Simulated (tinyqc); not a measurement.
# Tunnelling through a gate dielectric, WKB transmission and Tsu-Esaki current: effects of single changes

Electrons leave the emitter at x = 0. Energies E (motion across the layers) are in eV from the emitter Fermi level; the collector Fermi level lies at -V and offers states at every E. No charge in the dielectric and no image force: F1 = V/t1, U = phi1 - F1 x. With C = hbar^2/(2 m0), kappa = sqrt(m (U - E)/C) where U > E and 0 elsewhere; T(E) = exp(-S), S = 2 times the integral of kappa over x.

Values chosen for this exercise; dielectric values close to those of aluminium oxide: temperature T = 77 K; Fermi energy of the emitter above its band bottom Ef = 4.2 eV; emitter mass in the supply function me = 0.35 m0; barrier of layer 1 above the emitter Fermi level at zero bias phi1 = 2.57 eV; tunnelling mass of layer 1 m1 = 0.39 m0; thickness of layer 1 t1 = 3.4 nm; voltage across the dielectric V = 0.3 V.

Constants: q = 1.602176634e-19 C, kB = 1.380649e-23 J/K, hbar = 1.054571817e-34 J s, m0 = 9.1093837015e-31 kg, Vt = kB T/q, hbar^2/(2 m0) = 0.0380998212 eV nm^2. Results are converted to the units shown.

Each table varies one quantity; the others keep the values above.

## Current against voltage

Each layer adds (2/F) sqrt(m/C) [G(u at its left edge) - G(u at its right edge)] to S, with u = U - E (0 where negative) and G(u) = (2/3) u^1.5. J = J0 times the integral of T(E) N(E) dE, N = ln[(1 + exp(-E/Vt))/(1 + exp((-E - V)/Vt))], J0 = q^2 me m0 kB T/(2 pi^2 hbar^3) (times 1e-4 for A/cm^2 per eV), from E = -Ef to far above the barrier (T = 1 there), by quadrature converged to the digits shown.

Current against voltage:
```
V (V)  S at E = 0   T(E = 0)  J (A/cm^2)  mean E of the current (eV)
0.2         34.19  1.417e-15    1.324e-7                     -0.2329
0.81        31.96  1.312e-14    1.477e-6                     -0.2899
1.42        29.49  1.565e-13    1.495e-5                     -0.2717
2.04        26.55  2.950e-12    2.198e-4                     -0.2424
2.65        22.55  1.610e-10    0.006447                     -0.1907
3.26        18.33   1.095e-8      0.5199                     -0.1770
3.88        15.40   2.048e-7       13.61                     -0.2090
4.49        13.31   1.660e-6       146.3                     -0.2403
5.1         11.72   8.154e-6       918.7                     -0.2712
```

J rises from 1.32e-7 to 919 A/cm^2, by 1.72 decades a volt between the first two rows and 1.31 between the last two. From V = 2.65 V on (among the rows) a band edge falls below the emitter Fermi level, so electrons at E = 0 no longer cross the full thickness. In 3 of the 9 rows the field exceeds 10 MV/cm (up to 15.0), more than most dielectrics sustain; the model ignores breakdown.

## Effect of the thickness t1 at fixed voltage

Same model as above.

Effect of the thickness t1 at fixed voltage:
```
t1 (nm)  S at E = 0   T(E = 0)  J (A/cm^2)  mean E of the current (eV)
2             19.91   2.266e-9      0.5833                     -0.3954
2.49          24.78  1.727e-11    0.003148                     -0.3303
2.97          29.56  1.454e-13    1.982e-5                     -0.2864
3.46          34.44  1.108e-15    1.163e-7                     -0.2532
3.94          39.21  9.328e-18   7.790e-10                     -0.2277
4.43          44.09  7.110e-20   4.803e-12                     -0.2066
4.91          48.87  5.985e-22   3.345e-14                     -0.1893
5.4           53.74  4.562e-24   2.133e-16                     -0.1743
```

Read the table: what changes, and by how much?

J falls from 0.583 to 2.13e-16 A/cm^2: 4.63 decades a nanometre between the first two rows and 4.48 between the last two. The exponent S alone gives dS/dt/ln 10 = 4.32 and 4.32.

## A Fowler-Nordheim plot

The thickness is set to t1 = 5.7 nm and V = F t1. The closed formula is J = A F^2 exp(-B/F), A = q^2 me/(16 pi^2 hbar m1 phi1) (A/V^2 with phi1 in volts), B = (4/3) sqrt(m1/C) phi1^1.5 (V/nm), C = hbar^2/(2 m0); it assumes zero temperature, a deep Fermi sea and S linear in E.

A Fowler-Nordheim plot:
```
F (V/nm)  J (A/cm^2)  J by the formula (A/cm^2)  ln(J/F^2), F in V/cm
0.6         3.640e-6                   3.679e-6                -43.74
0.71        4.712e-4                   4.818e-4                -39.21
0.83         0.02284                    0.02359                -35.64
0.94          0.3464                     0.3606                -33.17
1.06           3.629                      3.808                -31.06
1.17           20.88                      22.05                -29.51
1.29           102.0                      108.4                -28.12
1.4            348.3                      372.5                -27.06
```

The slope of ln(J/F^2) against 1/F between the end rows is -17.52 V/nm, against B = 17.58 V/nm; read as B it gives phi1 = 2.56 eV. The integrated current is 1.0 % below the formula in the first row and 6.5 % below it in the last. In 4 of the 8 rows the field exceeds 10 MV/cm (up to 14.0), more than most dielectrics sustain; the model ignores breakdown.

Computed by the program tinyqc: `OMP_NUM_THREADS=1 python tinyqc.py 2540034 2540035 out.jsonl`, one thread of a shared Intel Xeon 2.30GHz, about 0.04 s for the whole run.
